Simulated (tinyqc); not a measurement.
Kinetic Monte Carlo and master equation for a particle on a ring of sites with traps and bias: one step, computed by the program tinyqc.

6 sites on a ring, numbered 1 to 6. The saddle between i and i+1 lies at E0 + s b_i and site i at s eps_i; a force F tilts the landscape, with the saddle half-way.

Question. Steady state. Master equation dP/dt = W P, W_(i+1,i) = k right, W_(i-1,i) = k left, columns summing to zero. The steady state is its null vector; drift v = a sum P_i (k right - k left). D = a^2 lambda''(0)/2, where lambda(q) is the leading eigenvalue of W with right hops weighted by exp(q) and left hops by exp(-q). The slowest relaxation rate is minus the real part of the next eigenvalue of W. 1 angstrom = 1e-8 cm.

Inputs (values chosen for the exercise, for a model defect): temperature T = 750 K; site spacing a = 2.6 angstrom.

Disorder: random barriers.

Rates, shares of right hops and mean stays:
```
site  k right (1/s)  k left (1/s)  share right  mean stay (s)
1      5.461728e+08  4.135075e+07    0.9296186   1.702059e-09
2      3.328891e+08  9.684276e+07    0.7746437   2.327033e-09
3      2.480991e+08  5.902508e+07    0.8078136   3.256012e-09
4      8.041234e+08  4.399084e+07    0.9481310   1.179086e-09
5      1.588509e+09  1.425804e+08    0.9176355   5.776709e-10
6      2.332096e+08  2.816610e+08    0.4529479   1.942236e-09
```

Constants: k_B = 8.617333262e-05 eV/K.

Give: occupations P_i; drift velocity v; diffusivity D; slowest relaxation rate.

Answer.

occupations P_i: [0.1368, 0.2062, 0.2353, 0.0823, 0.0804, 0.2590]

drift velocity v = 8.541 cm/s

diffusivity D = 1.877e-07 cm^2/s

slowest relaxation rate = 2.865e+08 1/s
